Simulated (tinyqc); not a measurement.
# AlGaN/GaN HEMT with access regions, lumped model: several studies

A polarisation-induced electron sheet under a Schottky gate, in series with two ungated access regions and contacts. Drift law v = mu E/(1 + mu E/vs) under the gate. Currents in mA/mm, resistances in ohm mm. No self-heating, no channel-length modulation; fits for polarisation, barrier and offset are chosen for the exercise.

Parameters, values chosen for the exercise; values close to those of AlGaN/GaN structures: aluminium share of the barrier x = 0.17; barrier thickness d = 15 nm; relative permittivity of barrier and channel eps_r = 9.1; channel mobility mu = 1200 cm^2/(V s); saturation velocity vs = 1.4e7 cm/s; gate length Lg = 0.25 um; source access length Ls = 0.5 um; drain access length Ld = 2 um; resistance of each contact Rc = 0.35 ohm mm; share of the drain-access electrons removed by traps ft = 0; gate voltage Vg = 0.5 V; critical field Ec = 2.6 MV/cm; depth over which the depleted charge spreads te = 0.36 um; insulator under the field plate tf = 50 nm; relative permittivity of that insulator ei = 7.

Constants: q = 1.602176634e-19 C, eps0 = 8.8541878128e-14 F/cm where lengths are in cm. Results are converted to the units shown.

Each table varies one quantity; the others keep the values above.

## Effect of the gate length

sigma = (5e13 x + 1.6e13 x^2) cm^-2, phiB = 0.84 + 1.3 x, dEc = 0.7 (1.71 x + x^2) in volts, Cb = eps0 eps_r/d, VT = phiB - dEc - q sigma/Cb, access density n0 = -Cb VT/q. Access resistance R(L, n) = L/(q mu n sqrt(1 - (I/(q n vs))^2)); Rs = Rc + R(Ls, n0), Rd = Rc + R(Ld, (1 - ft) n0). Vg' = Vg - I Rs, Vd' = Vd - I (Rs + Rd); with u = Vg' - VT, Vc = vs Lg/mu and w the smaller of Vd' and Vc [sqrt(1 + 2 u/Vc) - 1] (0 if negative), the channel gives (mu Cb/Lg)(u w - w^2/2)/(1 + w/Vc). I equals that channel current. Isat is I at Vd = 10 V, gm = dIsat/dVg, Ron the limit of Vd/I at small Vd.

The same in every row: VT (V) = -1.836; n0 (cm^-2) = 6.155e12.

Results:
```
Lg (um)  Ron (ohm mm)  Isat (mA/mm)  gm (mS/mm)
0.05            2.846         882.0       354.9
0.09            2.872         837.7       355.9
0.16            2.919         781.4       353.1
0.29            3.005         708.0       343.5
0.52            3.158         620.4       324.8
1.7             3.942         408.8       252.5
3               4.805         306.3       204.4
```

Estimate the missing row, Lg = 0.93 um.

Computed row:
```
Lg (um)  Ron (ohm mm)  Isat (mA/mm)  gm (mS/mm)
0.93            3.430         520.1       295.1
```

With this row back in the table: As Lg goes from 0.05 to 3 um, Ron rises from 2.85 to 4.80 ohm mm, Isat falls from 882 to 306 mA/mm and gm goes from 355 through a maximum of 356 (at Lg = 0.09 um among the rows listed) to 204 mS/mm. The ceiling Cb vs is 752 mS/mm. For Lg = 0.05 to 0.93 um the power passes 5 W/mm, where self-heating, left out here, lowers the current.

## Effect of the share of the drain-access electrons removed by traps

Same model as above.

The same in every row: VT (V) = -1.836; n0 (cm^-2) = 6.155e12.

Results:
```
ft   Ron (ohm mm)  Isat (mA/mm)  gm (mS/mm)
0           2.979         727.9       346.7
0.1         3.166         727.9       346.7
0.2         3.401         727.9       346.7
0.4         4.105         727.9       346.7
0.5         4.669         667.5       3.328
0.6         5.514         535.3      0.6613
0.7         6.922         402.1      0.1946
```

Estimate the missing row, ft = 0.3.

Computed row:
```
ft   Ron (ohm mm)  Isat (mA/mm)  gm (mS/mm)
0.3         3.703         727.9       346.7
```

With this row back in the table: As ft goes from 0 to 0.7, Ron rises from 2.98 to 6.92 ohm mm, Isat falls from 728 to 402 mA/mm and gm falls from 347 to 0.195 mS/mm. The ceiling Cb vs is 752 mS/mm. For ft = 0 to 0.6 the power passes 5 W/mm, where self-heating, left out here, lowers the current. For ft = 0.5 to 0.7 the gated channel is not yet saturated at 10 V, because the access regions take the voltage, and gm drops.

## Field plate: effect of the aluminium share of the barrier

Off state: a depleted stretch that holds the voltage V has the peak field sqrt(k V), k = 2 q n0/(eps0 eps_r te), so one edge holds V1 = Ec^2/k. The sheet under the plate pinches off at Vf = q n0 (1/Cb + tf/(eps0 ei)); beyond it the gate edge is screened. BV = V1 if Vf >= V1, else Vf + V1, and at most Ec Ld.

The same in every row: Ec Ld (V) = 520.00.

Field plate: effect of the aluminium share of the barrier:
```
x     Vf (V)  V1 (V)  BV (V)
0.14  7.1506  136.13  143.28
0.18  10.684  91.114  101.80
0.22  14.310  68.024  82.334
0.26  18.030  53.989  72.019
0.3   21.844  44.564  66.408
0.34  25.750  37.803  63.553
0.38  29.751  32.720  62.471
```

BV falls from 143 to 62.5 V. The plate helps (Vf < V1) in 7 of the 7 rows, and the access length caps BV in 0. More sheet charge lowers Ron but steepens the field, so V1 falls.

tinyqc, about 0.03 s, one thread, Intel Xeon 2.30GHz (shared host): `OMP_NUM_THREADS=1 python tinyqc.py 2570077 2570078 out.jsonl`
